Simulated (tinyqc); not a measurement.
# Surface potential of a MOS transistor: implicit equation and explicit approximations: effects of single changes

p-type body, charge-sheet picture, depletion and inversion only, full ionisation (an idealisation for deep acceptors), Boltzmann statistics (rough once Na exp(x - xn) passes about Nc/7). In units of Vt: xg = (Vg - Vfb)/Vt, x = psi/Vt, G = gamma/sqrt(Vt), xn = (2 phiF + Vc)/Vt. The implicit equation is (xg - x)^2 = G^2 [x - 1 + exp(x - xn)] for x above about 3. Cox = eps0 eox/tox.

Values chosen for this exercise; band and dielectric values close to those of silicon:
- T = 250 K (temperature)
- Eg = 1.1 eV (band gap)
- eps_r = 11.5 (relative permittivity)
- Nc = 2.11e19 cm^-3 (conduction-band density of states at T)
- Nv = 2.05e19 cm^-3 (valence-band density of states at T)
- eox = 8.75 (relative permittivity of the gate insulator (close to aluminium oxide))
- tox = 16 nm (insulator thickness)
- Na = 3e16 cm^-3 (acceptor density)
- Vfb = -0.98 V (flat-band voltage)
- Vc = 1 V (channel-body voltage)
- Vg = 1.33 V (gate-body voltage)

Constants: q = 1.602176634e-19 C, kB = 1.380649e-23 J/K, Vt = kB T/q, eps0 = 8.8541878128e-14 F/cm where lengths are in cm. Results are converted to the units shown.

Each table varies one quantity; the others keep the values above.

## Accuracy of the approximations against gate voltage

ni = sqrt(Nc Nv) exp(-Eg/(2 Vt)), Eg in volts; phiF = Vt ln(Na/ni); gamma = sqrt(2 q eps0 eps_r Na)/Cox; VT = Vfb + Vt (xn + G sqrt(xn - 1)). Depletion value a = 1 + [sqrt(G^2/4 + xg - 1) - G/2]^2; inversion value b = xn + ln[(xg - xn)^2/G^2 - xn + 1] and first guess y = min(a, b) - ln(1 + exp(-|a - b|)) if a > xn + 1, else b = y = a; one second-order correction with D = exp(y - xn), p = 2 (xg - y) + G^2 (1 + D), w = (xg - y)^2 - G^2 (y - 1 + D): z = y + 2 w/(p + sqrt(p^2 - 2 (2 - G^2 D) w)), or the Newton step z = y + w/p where the root is not real. N_inv = (Cox Vt G/q) [sqrt(x - 1 + exp(x - xn)) - sqrt(x - 1)] at the root. Lambert form (Cox m Vt/q) W0[(G/(2 m sqrt(xn - 1))) exp((Vg - VT)/(m Vt))], m = 1 + G/(2 sqrt(xn - 1)). Errors under 1e-4 mV, and the linear form below VT, are printed as 0.

Results:

| Vg (V) | psi (V) | x - xn | error of y (mV) | error of z (mV) | N_inv (cm^-2) | Cox (Vg - VT)/q (cm^-2) | Lambert form (cm^-2) |
|---|---|---|---|---|---|---|---|
| 0.71 | 1.446 | -17.27 | 0 | 0 | 176.4 | 0 | 146.3 |
| 0.91 | 1.631 | -8.696 | 2.68e-4 | 0 | 8.766e5 | 0 | 8.157e5 |
| 1.11 | 1.815 | -0.1482 | 1.31 | 0 | 4.272e9 | 0 | 4.279e9 |
| 1.31 | 1.910 | 4.284 | 16.9 | 4.63 | 2.984e11 | 5.983e11 | 3.089e11 |
| 1.71 | 1.953 | 6.244 | 8.44 | -0.303 | 1.370e12 | 1.807e12 | 1.411e12 |
| 1.91 | 1.964 | 6.761 | 6.98 | -0.159 | 1.939e12 | 2.412e12 | 1.992e12 |
| 2.11 | 1.973 | 7.168 | 6.01 | -0.0969 | 2.515e12 | 3.016e12 | 2.578e12 |
| 2.31 | 1.980 | 7.505 | 5.31 | -0.0648 | 3.095e12 | 3.621e12 | 3.168e12 |

Estimate the missing row, Vg = 1.51 V.

Computed row:

| Vg (V) | psi (V) | x - xn | error of y (mV) | error of z (mV) | N_inv (cm^-2) | Cox (Vg - VT)/q (cm^-2) | Lambert form (cm^-2) |
|---|---|---|---|---|---|---|---|
| 1.51 | 1.937 | 5.525 | 11.0 | -0.794 | 8.161e11 | 1.203e12 | 8.430e11 |

With this row back in the table: psi rises from 1.45 to 1.98 V and ends 7.5 Vt above 2 phiF + Vc. Among the rows the first guess is off by at most 17 mV (at Vg = 1.31 V) and the corrected value by at most 4.6 mV. In the last row the linear form is 17 % above N_inv and the Lambert form 2.3 % above it; in the first row the Lambert form is 17 % below it. For Vg = 1.51, 1.71, 1.91, 2.11, 2.31 the electron quasi-Fermi level lies less than 2 Vt below the band edge at the surface, or above it, where degeneracy and confinement, left out, matter.

## Effect of the insulator thickness at fixed gate voltage

Same model as above.

Effect of the insulator thickness at fixed gate voltage:

| tox (nm) | psi (V) | x - xn | error of y (mV) | error of z (mV) | N_inv (cm^-2) | Cox (Vg - VT)/q (cm^-2) | Lambert form (cm^-2) |
|---|---|---|---|---|---|---|---|
| 5.3 | 1.969 | 6.993 | 16.7 | 4.78 | 2.251e12 | 3.660e12 | 2.413e12 |
| 7.3 | 1.955 | 6.367 | 15.7 | -5.73 | 1.491e12 | 2.430e12 | 1.579e12 |
| 10 | 1.941 | 5.699 | 15.2 | -3.77 | 9.291e11 | 1.551e12 | 9.744e11 |
| 14 | 1.923 | 4.862 | 15.6 | -4.18 | 4.855e11 | 8.711e11 | 5.043e11 |
| 19 | 1.900 | 3.811 | 16.8 | -6.35 | 1.964e11 | 4.241e11 | 2.024e11 |
| 26 | 1.850 | 1.466 | 3.23 | -4.29e-3 | 2.105e10 | 8.706e10 | 2.135e10 |
| 35 | 1.726 | -4.261 | 0.0444 | 0 | 7.189e7 | 0 | 6.948e7 |
| 48 | 1.552 | -12.37 | 0 | 0 | 2.291e4 | 0 | 1.928e4 |

As tox goes from 5.3 to 48, psi falls from 1.97 to 1.55 V, x - xn falls from 6.99 to -12.4 and N_inv falls from 2.25e12 to 22900 cm^-2. The Lambert form lies between 0.842 and 1.07 times N_inv. For tox = 5.3, 7.3, 10, 14 the electron quasi-Fermi level lies less than 2 Vt below the band edge at the surface, or above it, where degeneracy and confinement, left out, matter.

Program tinyqc, `OMP_NUM_THREADS=1 python tinyqc.py 2122065 2122066 out.jsonl`; Intel Xeon 2.30GHz, shared host, one thread, about 0.02 s.
